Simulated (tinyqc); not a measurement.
## A square-lattice strip 3 sites wide in a magnetic flux, recursive Green functions: the device repeated

The device has N = 3 slices of 3 site(s), nearest-neighbour hopping -t, and site energies U; the leads are semi-infinite continuations with site energy 0 and no flux. The hopping from slice i to i + 1 inside the device carries the phase exp(2 pi i f j) on row j = 1, 2, ...: V = <i+1|H|i> = -t diag(exp(2 pi i f j)).

Transverse modes n = 1..3: chi_n(j) = sqrt(2/4) sin(pi n j/4), energy e_n = -2 t cos(pi n/4). Sigma = t^2 sum_n chi_n chi_n^T g(E - e_n), g(x) = (x - i sqrt(4 t^2 - x^2))/(2 t^2) for |x| < 2 t and (x - sign(x) sqrt(x^2 - 4 t^2))/(2 t^2) otherwise; Gamma = i (Sigma - Sigma^dagger); both leads give the same. Forward pass: g_1 = (E - H_1 - Sigma)^(-1), g_i = (E - H_i - V g_(i-1) V^dagger)^(-1), with Sigma also subtracted on the last slice; G_(i,1) = g_i V G_(i-1,1), starting from g_1. H_i is the block of slice i: its site energies on the diagonal and -t between neighbouring rows. T(E) = Tr[Gamma G_(N,1) Gamma G_(N,1)^dagger]. The list U is repeated k times, so the device has k N slices.

Inputs (values chosen for the exercise):
```
symbol,value,unit,meaning
t,1,eV,hopping (matrix element -t)
U,"[1.06, 0.79, 1.07, -0.25, 0.52, 0.58, 1.1, -0.29, 0.3]",eV,"site energies, slice by slice (3 a slice)"
E,-1.02,eV,energy
f,0.3,h/q,magnetic flux through each plaquette inside the device
```

The device repeated:
```
k     T(E)   ln T(E)
1   0.8772   -0.1310
2   0.5646   -0.5717
3   0.8739   -0.1348
4   0.7842   -0.2431
5   0.5594   -0.5810
6   0.8942   -0.1119
8   0.5625   -0.5753
10  0.7431   -0.2970
12  0.9328  -0.06959
```

Read the table: what changes, and by how much?

T(E) moves between 0.559 and 0.933 and does not die away: at least one band of the periodic structure that the repeats form is open at this energy.

Program tinyqc, `OMP_NUM_THREADS=1 python tinyqc.py 2660041 2660042 out.jsonl`; Intel Xeon 2.30GHz, shared host, one thread, about 0.01 s.
